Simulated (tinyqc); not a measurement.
Lateral field, substrate current, probability of reaching the oxide barrier and hot-carrier lifetime of a silicon transistor (pseudo-two-dimensional and lucky-electron models). Changing the junction depth x_j. Computed by tinyqc, a small Python program. Command: `OMP_NUM_THREADS=1 python tinyqc.py 3028971 3028972 out.jsonl hotcar sweep`. One thread of a shared host (Intel(R) Xeon(R) Processor @ 2.30GHz), about 0.01 s of CPU time with the checks.

Local-field models: a lucky carrier gains its energy at the peak field over a path free of collisions. Voltages are magnitudes.

Inputs (values chosen for the exercise, modelled on a silicon n-channel): channel length L = 920 nm; oxide thickness t = 25 nm; mobility mu = 410 cm^2/(V s); saturation velocity v_s = 0.91 1e7 cm/s; threshold voltage V_T = 0.46 V; gate voltage V_G = 6.2 V; drain voltage V_D = 10 V; ionisation prefactor A_i = 2.2e+06 1/cm; ionisation field B_i = 1.65 MV/cm; hot-carrier mean free path lambda = 7.8 nm; oxide barrier phi_b = 3.1 eV; interface-trap threshold phi_it = 3.7 eV; lifetime constant H = 80 s microampere/micrometre; length of the depleted extension L_n = 120 nm.

Drain: lightly doped extension.

Constants: eps_0 = 8.8541878128e-12 F/m.

Method:
- C_ox = 3.9 eps_0/t; F_sat = 2 v_s/mu; V_Dsat = V_ov F_sat L/(V_ov + F_sat L), V_ov = V_G - V_T; I_D/W = C_ox v_s (V_ov - V_Dsat).
- Scale length l = 0.22 t^(1/3) x_j^(1/2) (all in cm); F_m = sqrt(((V_D - V_Dsat)/l_e)^2 + F_sat^2), with l_e = l + L_n; length of the velocity-saturated region l_e ln((V_D - V_Dsat)/(l_e F_sat) + F_m/F_sat).
- Substrate current I_sub/I_D = (A_i/B_i)(V_D - V_Dsat) exp(-B_i/F_m); probability of reaching the oxide barrier exp(-phi_b/(e lambda F_m)); lifetime tau = (H/(I_D/W)) exp(phi_it/(e lambda F_m)).

One run for each value; columns: (1) junction depth x_j (nm); (2) peak field F_m (kV/cm); (3) substrate current I_sub/W (microampere/micrometre); (4) lifetime tau (s); (5) scale length l (nm):
```
(1)    (2)    (3)        (4)    (5)
65   390.7  62.73  3.553e+04   76.1
93   363.5  45.70  8.834e+04   91.1
190  307.6  20.03  9.459e+05  130.2
270  280.3  11.87  4.257e+06  155.1
380  254.3   6.51  2.394e+07  184.1
550  227.4   3.02  2.182e+08  221.4
```

Give the missing row, junction depth x_j (nm) = 130.

Computed row; columns: (1) junction depth x_j (nm); (2) peak field F_m (kV/cm); (3) substrate current I_sub/W (microampere/micrometre); (4) lifetime tau (s); (5) scale length l (nm):
```
(1)    (2)    (3)        (4)    (5)
130  337.4  32.17  2.424e+05  107.7
```

Interpolating between the two neighbouring rows (the first column on a logarithmic scale, the others too where they are positive) misses most in lifetime tau (s), by 11 %. Over the rows, peak field F_m (kV/cm) falls from 391 to 227 (exponent d ln y / d ln x -0.20 between the first rows and -0.30 between the last); substrate current I_sub/W (microampere/micrometre) falls from 62.7 to 3.02 (exponent d ln y / d ln x -0.88 between the first rows and -2.1 between the last); lifetime tau (s) rises from 35500 to 2.18e8 (exponent d ln y / d ln x 2.5 between the first rows and 6.0 between the last).  Left out: 780 (the saturated region would fill the channel).

Caution (all rows): the saturated region fills most of the channel, so the split into two regions is rough. Caution (rows 65.0, 93.0): multiplication above 10 % feeds back on the field and the source barrier (snapback), which the model leaves out.

Extremes, crossings and ranges named in words are read from the listed rows.
